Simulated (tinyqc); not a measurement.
# Undoped gate-all-around wire MOSFET, analytic charge model: two studies

An undoped round wire of radius R under an insulator shell and a surrounding gate; long channel, electrons only, n = ni exp((psi - V)/Vt) with V the quasi-Fermi potential (0 at the source, Vd at the drain), constant mobility, no quantisation. The radial Poisson equation gives n(r) = n(0)/(1 - (1 - b) r^2/R^2)^2 with b = Q0/(Q + Q0). Q is the electron charge per area of the wire surface.

Parameters, values chosen for the exercise; material values close to those of silicon:
- T = 300 K (temperature)
- Eg = 1.1 eV (band gap)
- eps_r = 11.7 (relative permittivity of the semiconductor)
- Nc = 2.85e19 cm^-3 (conduction-band density of states at T)
- Nv = 2.64e19 cm^-3 (valence-band density of states at T)
- eox = 9.27 (relative permittivity of the gate insulator)
- tox = 6.1 nm (insulator thickness)
- R = 20 nm (wire radius)
- dphi = 0.18 V (gate work function less that of the intrinsic body)
- mu = 130 cm^2/(V s) (channel mobility)
- L = 0.2 um (gate length)
- Vd = 0.1 V (drain voltage)

Constants: q = 1.602176634e-19 C, kB = 1.380649e-23 J/K, Vt = kB T/q, eps0 = 8.8541878128e-14 F/cm where lengths are in cm. Results are converted to the units shown.

Each table varies one quantity; the others keep the values above.

## Effect of the wire radius

ni = sqrt(Nc Nv) exp(-Eg/(2 Vt)), Eg in volts; Cox = eps0 eox/(R ln(1 + tox/R)); Q0 = 4 eps0 eps_r Vt/R; V0 = dphi + Vt ln[8 eps0 eps_r Vt/(q ni R^2)]. Q solves Vg - V0 - V = Q/Cox + Vt ln(Q/Q0) + Vt ln(1 + Q/Q0). I = mu (2 pi R/L)[2 Vt (Qs - Qd) + (Qs^2 - Qd^2)/(2 Cox) + Vt Q0 ln((Qd + Q0)/(Qs + Q0))], with Qs at V = 0 and Qd at V = Vd.  I(low) is taken at Vg = 0.37 V, Qs and I(high) at Vg = 1.12 V.

Effect of the wire radius:
```
R (nm)  V0 (V)  I(low) (nA)  Qs(high) (nC/cm^2)  I(high) (uA)
6.7     0.6726     9.135e-4               693.0         1.669
9.3     0.6557     0.001760               648.8         2.173
13      0.6383     0.003439               614.6         2.881
18      0.6215     0.006593               589.7         3.832
26      0.6025      0.01376               569.1         5.347
36      0.5857      0.02637               555.9         7.236
50      0.5687      0.05086               546.0         9.877
```

What does the comparison show?

As R goes from 6.7 to 50 nm, I(low) rises from 9.14e-4 to 0.0509 nA and I(high) rises from 1.67 to 9.88 uA. On average I(low) goes as R^(2.00) and I(high) goes as R^(0.88). Below threshold the charge is proportional to the cross-section of the body; above it the insulator sets the charge. In every row the surface density at the source at the higher gate voltage passes 0.3 Nc, where Boltzmann statistics fail. At R = 50 nm L is under three scale lengths of this cross-section, so short-channel effects, left out here, would raise the subthreshold current.

## Transfer curve and volume inversion

I = mu (2 pi R/L)[2 Vt (Qs - Qd) + (Qs^2 - Qd^2)/(2 Cox) + Vt Q0 ln((Qd + Q0)/(Qs + Q0))], with Qs at V = 0 and Qd at V = Vd. The drop is psi(surface) - psi(centre) at the source end; C = dQs/dVg, Cg = Cox, drop = 2 Vt ln(1 + Qs/Q0); gm = dI/dVg.

Results:
```
Vg (V)  Qs (nC/cm^2)  drop (mV)      C/Cg    I (uA)  gm/I (1/V)
0.32        5.692e-4   5.494e-4  1.428e-5  1.177e-6       38.68
0.47          0.1869     0.1801  0.004651  3.879e-4       38.52
0.62           23.78      19.00    0.3134   0.07119       25.87
0.77           145.3      67.82    0.6781    0.7949       9.329
0.92           319.9      100.4    0.8122     2.115       4.633
1.07           515.4      122.2    0.8716     3.668       2.937
1.37           932.4      150.6    0.9232     7.037       1.642
1.52            1147      160.8    0.9364     8.785       1.337
```

Estimate the missing row, Vg = 1.22 V.

Computed row:
```
Vg (V)  Qs (nC/cm^2)  drop (mV)    C/Cg  I (uA)  gm/I (1/V)
1.22           721.0      138.1  0.9036   5.324       2.116
```

With this row back in the table: The current rises from 1.18e-6 to 8.78 uA. In the first row gm/I is 38.7 1/V, within 0.01 % of 1/Vt: with no depletion charge the whole body follows the gate, and the swing is ideal. The drop between surface and centre goes from 5.5e-4 to 161 mV and passes Vt at Vg = 0.77 V among the rows; below that the density varies across the body by less than a factor of e (volume inversion). C reaches 0.94 of Cg in the last row. For Vg = 0.92 to 1.52 V the surface density at the source passes 0.3 Nc, where Boltzmann statistics fail.

tinyqc, about 0.04 s, one thread, Intel Xeon 2.30GHz (shared host): `OMP_NUM_THREADS=1 python tinyqc.py 2460126 2460127 out.jsonl`
